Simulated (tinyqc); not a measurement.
Square-lattice Ising model by mean field, Bethe lattice, transfer matrix, exact enumeration and Monte Carlo steps: one step, computed by the program tinyqc. Command: `OMP_NUM_THREADS=1 python tinyqc.py 3016927 3016928 out.jsonl ising walk`. One thread of a shared host (Intel(R) Xeon(R) Processor @ 2.30GHz), about 0.01 s of CPU time with the checks.

H = -J sum over nearest pairs s_i s_j, s = +-1, no field, periodic boundaries; energies per site are in J. As a lattice gas or an alloy, s marks which species holds the site.

Task: Reduced coupling. K = J/(k_B T). Onsager: k_B T_c/J = 2/ln(1 + sqrt 2); mean field: 4; Bethe lattice with z = 4: 2/ln 2.

Inputs (values chosen for the exercise, for a model lattice): coupling J = 26.8 meV; temperature T = 1290 K.

Constants: k_B = 8.617333262e-05 eV/K.

Give: K; critical temperatures.

Result:

K = 0.24109

critical temperatures (K): exact 705.7, Bethe 897.4, mean field 1244.0

T lies above all three.
